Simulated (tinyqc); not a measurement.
# Thin-film resistivity, exact integral against the thick limit

Fuchs-Sondheimer for a film of thickness d, k = d/lam: rho0/rho = 1 - (3 (1 - ps)/(2 k)) int_1^infinity (t^-3 - t^-5)(1 - exp(-k t))/(1 - ps exp(-k t)) dt; thick limit rho/rho0 = 1 + 3 (1 - ps)/(8 k).

Inputs (values chosen for the exercise); metal values close to those of copper: bulk resistivity rho0 = 1.63 uohm cm; bulk mean free path lam = 40.7 nm; specular share of surface scattering ps = 0.1.

Results:
```
d (nm)        k  rho/rho0, exact  thick limit  error of the limit (%)  rho (uohm cm)
2       0.04914            6.909        7.868                    13.9          11.26
7.7      0.1892            2.916        2.784                   -4.52          4.753
15       0.3686            2.062        1.916                   -7.11          3.362
29       0.7125            1.570        1.474                   -6.13          2.559
56        1.376            1.291        1.245                   -3.57          2.105
110       2.703            1.141        1.125                   -1.39          1.859
210       5.160            1.070        1.065                  -0.424          1.744
410       10.07            1.035        1.034                  -0.112          1.687
```

Estimate the missing row, d = 3.9 nm.

Computed row:
```
d (nm)        k  rho/rho0, exact  thick limit  error of the limit (%)  rho (uohm cm)
3.9     0.09582            4.404        4.522                    2.67          7.179
```

With this row back in the table: rho/rho0 falls from 6.91 to 1.03. The error of the thick limit goes from 14 through a minimum of -7.1 (at d = 15 nm among the rows listed) to -0.11 %; it stays within 5 % for k of 1.376 and above among the rows listed. The change of sign at small k is a crossing of two different laws, not agreement.

Program tinyqc, `OMP_NUM_THREADS=1 python tinyqc.py 2100091 2100092 out.jsonl`; Intel Xeon 2.30GHz, shared host, one thread, about 0.01 s.
